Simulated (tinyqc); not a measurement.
Inside a calculation. Method: Hubbard ring of 5 sites. Computed by tinyqc, a small Python program that keeps every step. Settings: hopping = 1.14, U = 5.9, mixing = 0.2, iteration cap = 68. Command: `OMP_NUM_THREADS=1 python tinyqc.py 21897 21898 out.jsonl` (the two numbers bound the seeds that draw the settings). One thread of a shared host (Intel(R) Xeon(R) Processor @ 2.60GHz), about 0.3 s of CPU time with the checks. Later iterations appear only in the table of the cycle.

## Mean-field iteration 1

one-body matrix (hopping and site energies) (eV), order 1, 2, 3, 4, 5:
$$\begin{pmatrix}
0.000000 & -1.140000 & 0.000000 & 0.000000 & -1.140000 \\
-1.140000 & 0.000000 & -1.140000 & 0.000000 & 0.000000 \\
0.000000 & -1.140000 & 0.000000 & -1.140000 & 0.000000 \\
0.000000 & 0.000000 & -1.140000 & 0.000000 & -1.140000 \\
-1.140000 & 0.000000 & 0.000000 & -1.140000 & 0.000000
\end{pmatrix}$$

U = 5.900000 eV

electrons, up and down: [3, 3]

mixing = 0.200000

n(up) at the start (a guess, not normalised): 1 0.900000, 2 0.300000, 3 0.900000, 4 0.300000, 5 0.900000

n(down) at the start (a guess): 1 0.300000, 2 0.900000, 3 0.300000, 4 0.900000, 5 0.300000

H(up) = T + U n(down), H(down) = T + U n(up); fill the lowest levels; n(new) = n + mixing (n(out) - n); E = tr T (rho up + rho down) + U sum n_up n_down of the output.

levels, up (eV): [0.243620, 1.325833, 2.454826, 5.765174, 6.140547]

levels, down (eV): [0.806472, 1.507079, 4.405839, 6.037689, 6.712921]

energy = 2.825220 eV

n(up) after iteration 1: 1 0.902620, 2 0.268923, 3 0.896915, 4 0.268923, 5 0.902620

n(down) after iteration 1: 1 0.339119, 2 0.899029, 3 0.283705, 4 0.899029, 5 0.339119

## Mean-field iteration 2

As before.

levels, up (eV): [0.404952, 1.300415, 2.650992, 5.794078, 6.133562]

levels, down (eV): [0.657428, 1.333413, 4.410557, 5.995913, 6.718688]

energy = 2.791425 eV

n(up) after iteration 2: 1 0.902542, 2 0.245791, 3 0.895333, 4 0.245791, 5 0.902542

n(down) after iteration 2: 1 0.370025, 2 0.899458, 3 0.269032, 4 0.899458, 5 0.370025

## Convergence

Each step fills the lowest levels of T + U n(other spin) and sets n(new) = n + mixing (n(out) - n); stop when output and input agree to 1e-8.

Course of the cycle:
```
iteration      E (eV)  largest |n(out) - n(in)|  mean |n_up - n_down|
1          2.82521984                  1.96e-01              0.600422
2          2.79142508                  1.55e-01              0.598330
3          2.76983017                  1.23e-01              0.595817
4          2.75579605                  9.85e-02              0.593304
5          2.74647717                  7.94e-02              0.590987
6          2.74014468                  6.45e-02              0.588939
7          2.73574707                  5.27e-02              0.587167
8          2.73263582                  4.33e-02              0.585651
9          2.73040149                  3.57e-02              0.584359
10         2.72877827                  3.04e-02              0.583260
11         2.72758869                  2.70e-02              0.582322
...               ...                       ...                   ...
58         2.72413822                  3.44e-05              0.576058
59         2.72413822                  3.01e-05              0.576056
60         2.72413822                  2.64e-05              0.576054
61         2.72413821                  2.32e-05              0.576052
62         2.72413821                  2.03e-05              0.576050
63         2.72413821                  1.79e-05              0.576049
64         2.72413821                  1.57e-05              0.576048
65         2.72413821                  1.38e-05              0.576046
66         2.72413821                  1.21e-05              0.576045
67         2.72413821                  1.06e-05              0.576044
68         2.72413821                  9.32e-06              0.576044
```

Not converged within 68 iterations: the residual falls steadily but slowly, by a factor of about 0.88 a step. The lowest mean-field energy found from random starts is 2.72414 eV. Reruns (cap 100 unless said): mixing 0.5: converged in 45 (E = 2.72414); mixing 0.9: converged in 21 (E = 2.72414); the original settings with a cap of 400: converged in 124 (E = 2.72414).

## Exact diagonalisation (100 states)

Lowest levels of the sector, and the double occupancy of the lowest state.

lowest levels (eV): [1.414627, 2.903396, 2.903396, 2.916331, 2.916331, 3.382741]

double occupancy per site = 0.252257

## The lowest level by Lanczos steps

From a random start vector (not printed): a_j = <q_j|H|q_j>, b_j = norm of the remainder after orthogonalising; the Ritz value is the lowest eigenvalue of the tridiagonal matrix of a and b so far.

Lanczos:
```
j    a_j (eV)  b_j (eV)  lowest Ritz value (eV)
1    8.765248  5.166436              8.76524815
2    9.360559  5.396604              3.88789984
3   10.558695  3.987625              2.00621416
4   10.997241  4.428735              1.61265641
5   10.453616  4.098421              1.48082775
6   11.971217  4.647023              1.44230844
7   10.400307  4.923405              1.42653139
8   11.715938  3.475945              1.41739730
9   11.640555  3.899713              1.41538919
10  10.499770  4.450931              1.41488873
```
